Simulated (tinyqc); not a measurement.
Silicon n-p-n transistor, Gummel numbers and transit times: one step of the calculation.

One-dimensional n-p-n transistor in the forward active mode at low injection. In the base p(x) = NB exp(-eta x/wb) and ni(x)^2 = ni^2 exp((g0 + g1 x/wb)/Vt); electrons leave the base at vsat; band spikes at the emitter junction and recombination inside the emitter are ignored.

Problem. Base Gummel number and transit time. f(x) = p(x) ni^2/ni(x)^2; I(x) = integral from x to wb of f/Dn, plus f(wb)/vsat; base Gummel number GB = I(0); electron density per unit flux n/(J/q) = I/f; base transit time tauB = integral of I/f over the base. Trapezoid rule on 11 equal steps.

Parameters, values chosen for the exercise; band and dielectric values close to those of silicon: temperature T = 250 K; saturation velocity vsat = 9.87e6 cm/s; neutral base width wb = 150 nm; base doping at the emitter edge NB = 6.6e17 cm^-3; doping falls as exp(-eta x/wb) eta = 0; gap reduction at the emitter edge of the base g0 = 0 eV; further gap reduction across the base (linear) g1 = 0 eV; electron diffusion coefficient in the base Dn = 5 cm^2/s.

Constants: q = 1.602176634e-19 C, kB = 1.380649e-23 J/K, Vt = kB T/q. Results are converted to the units shown.

Find: x; f; I; I/f; GB; tauB.

Solution.

```
point,x (nm),f (cm^-3),I (s/cm^4),I/f (s/cm)
0,0.0,6.600e17,2.047e12,3.101e-6
1,13.6,6.600e17,1.867e12,2.829e-6
2,27.3,6.600e17,1.687e12,2.556e-6
3,40.9,6.600e17,1.507e12,2.283e-6
4,54.5,6.600e17,1.327e12,2.010e-6
5,68.2,6.600e17,1.147e12,1.738e-6
6,81.8,6.600e17,9.669e11,1.465e-6
7,95.5,6.600e17,7.869e11,1.192e-6
8,109.1,6.600e17,6.069e11,9.195e-7
9,122.7,6.600e17,4.269e11,6.468e-7
10,136.4,6.600e17,2.469e11,3.740e-7
11,150.0,6.600e17,6.687e10,1.013e-7
```

GB = 2.047e12 s/cm^4
tauB = 24.02 ps

Range of the model: Heavy doping makes emitter or base degenerate; gE and g0 are to be read as apparent gap changes that include this.

Numbers from tinyqc (`OMP_NUM_THREADS=1 python tinyqc.py 2320101 2320102 out.jsonl`; about 0.01 s on one thread of a shared Intel Xeon 2.30GHz).
